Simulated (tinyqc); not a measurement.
# Doping and thickness from pinch-off voltage and conductance

Problem. A uniform channel has Vp = q Nd a^2/(2 eps0 eps_r) and G0 = 2 q mu Nd a W/L. Find a and Nd.

Values chosen for this exercise; material values those of a made-up semiconductor:
- eps_r = 16 (relative permittivity of the semiconductor)
- mu = 3700 cm^2/(V s) (low-field mobility at this doping)
- L = 0.3 um (gate length)
- W = 100 um (gate width)

Constants: q = 1.602176634e-19 C, eps0 = 8.8541878128e-14 F/cm where lengths are in cm. Results are converted to the units shown.

Vp = 3.8225958 V
G0 = 1027.5293 mS

Answer. G0 gives the product Nd a and Vp gives Nd a^2; their ratio is a.

a = 260 nm
Nd = 1.00e17 cm^-3

Computed by the program tinyqc: `OMP_NUM_THREADS=1 python tinyqc.py 2500126 2500127 out.jsonl`, one thread of a shared Intel Xeon 2.30GHz, about 0.1 s for the whole run.
